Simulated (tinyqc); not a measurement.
AlGaN/GaN HEMT with access regions, lumped model: one step of the calculation.

A polarisation-induced electron sheet under a Schottky gate, in series with two ungated access regions and contacts. Drift law v = mu E/(1 + mu E/vs) under the gate. Currents in mA/mm, resistances in ohm mm. No self-heating, no channel-length modulation; fits for polarisation, barrier and offset are chosen for the exercise.

Task. Polarisation charge, threshold and sheet resistance. sigma = (5e13 x + 1.6e13 x^2) cm^-2, phiB = 0.84 + 1.3 x, dEc = 0.7 (1.71 x + x^2) in volts, Cb = eps0 eps_r/d, VT = phiB - dEc - q sigma/Cb, access density n0 = -Cb VT/q. Rsh = 1/(q mu n0); largest access current q n0 vs.

Parameters, values chosen for the exercise; values close to those of AlGaN/GaN structures:

| symbol | value | unit | meaning |
|---|---|---|---|
| x | 0.31 |  | aluminium share of the barrier |
| d | 25 | nm | barrier thickness |
| eps_r | 9.4 |  | relative permittivity of barrier and channel |
| mu | 1700 | cm^2/(V s) | channel mobility |
| vs | 1.1e7 | cm/s | saturation velocity |

Constants: q = 1.602176634e-19 C, eps0 = 8.8541878128e-14 F/cm where lengths are in cm. Results are converted to the units shown.

Find: sigma; Cb; VT; n0; Rsh; q n0 vs.

Result.

sigma = 1.7038e13 cm^-2
Cb = 0.33292 uF/cm^2
VT = -7.3947 V
n0 = 1.5366e13 cm^-2
Rsh = 238.94 ohm
q n0 vs = 2708.0 mA/mm

tinyqc, about 0.01 s, one thread, Intel Xeon 2.30GHz (shared host): `OMP_NUM_THREADS=1 python tinyqc.py 2570051 2570052 out.jsonl`
